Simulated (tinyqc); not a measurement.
Charge neutrality of a doped semiconductor with incomplete ionisation. Changing the donor depth E_D. Computed by tinyqc, a small Python program. Command: `OMP_NUM_THREADS=1 python tinyqc.py 3003173 3003174 out.jsonl dopant sweep`. One thread of a shared host (Intel(R) Xeon(R) Processor @ 2.30GHz), about 0.04 s of CPU time with the checks.

Energies are counted from the top of the valence band; E_D is measured down from the conduction band and E_A up from the valence band.

Inputs (values chosen for the exercise, modelled on ZnSe):

| quantity | value | unit |
|---|---|---|
| gap at 0 K E_g0 | 2.8 | eV |
| Varshni alpha | 0.00072 | eV/K |
| Varshni beta | 290 | K |
| electron mass m_e | 0.146 | m_0 |
| valleys M_c | 1 | - |
| hole mass m_h | 0.754 | m_0 |
| donor density N_D | 1.7e+15 | cm^-3 |
| acceptor density N_A | 3.8e+13 | cm^-3 |
| acceptor depth E_A | 0.108 | eV |
| donor degeneracy g_D | 2 | - |
| acceptor degeneracy g_A | 4 | - |
| temperature T | 250 | K |
| iteration cap | 60 | - |

Doping: n-type, compensated. Statistics of the bands: Fermi-Dirac. Solver: Newton steps on the logarithm. Start of Newton steps: intrinsic level E_i.

Constants: m_0 = 9.1093837015e-31 kg; k_B = 1.380649e-23 J/K; h = 6.62607015e-34 J s; k_B = 8.617333262e-05 eV/K.

Method:
- E_g = E_g0 - alpha T^2/(T + beta).
- N_c = 2 M_c (2 pi m_e k_B T/h^2)^(3/2) and N_v = 2 (2 pi m_h k_B T/h^2)^(3/2), masses in units of m_0.
- n_i = sqrt(N_c N_v) exp(-E_g/(2 k_B T)); E_i = E_g/2 + (k_B T/2) ln(N_v/N_c).
- n = N_c F_1/2((E_F - E_g)/k_B T), p = N_v F_1/2(-E_F/k_B T).
- F_1/2(eta) = (2/sqrt(pi)) int_0^infinity sqrt(x)/(1 + exp(x - eta)) dx, by the trapezoid rule in t = sqrt(x) with step 0.02 up to t = 12 (for eta < -12 by exp(eta) - exp(2 eta)/2^(3/2)).
- N_D+ = N_D/(1 + g_D exp((E_F - E_g + E_D)/k_B T)).
- N_A- = N_A/(1 + g_A exp((E_A - E_F)/k_B T)).
- Neutrality: p + N_D+ = n + N_A-; the log ratio is ln[(p + N_D+)/(n + N_A-)].
- Newton steps from the start named, with the slope from a central difference of 1e-6 eV; the function is the log ratio y = ln[(p + N_D+)/(n + N_A-)]; the bracket -0.3 to E_g + 0.3 eV is narrowed by the sign of y at each step, and a step that would leave it is replaced by its midpoint; stop when |log ratio| < 1e-9.

One run for each value:

| donor depth E_D (eV) | majority density n (cm^-3) | ionised share of the donors | distance of E_F from the majority band edge (eV) |
|---|---|---|---|
| 0.0050 | 1.6554e+15 | 0.99609 | 0.13930 |
| 0.0099 | 1.6537e+15 | 0.99510 | 0.13932 |
| 0.0200 | 1.6488e+15 | 0.99222 | 0.13939 |
| 0.0390 | 1.6307e+15 | 0.98161 | 0.13962 |
| 0.0770 | 1.5061e+15 | 0.90832 | 0.14134 |
| 0.1500 | 6.8345e+14 | 0.42438 | 0.15837 |
| 0.3000 | 1.4864e+13 | 0.03110 | 0.24084 |
| 0.6000 | 1.8693e+07 | 0.02235 | 0.53354 |

Over the rows, majority density n (cm^-3) falls from 1.66e15 to 1.87e7 (exponent d ln y / d ln x -0.0015 between the first rows and -20 between the last); ionised share of the donors falls from 0.996 to 0.0224 (exponent d ln y / d ln x -0.0015 between the first rows and -0.48 between the last); distance of E_F from the majority band edge (eV) rises from 0.139 to 0.534 (exponent d ln y / d ln x 2.3e-4 between the first rows and 1.1 between the last).
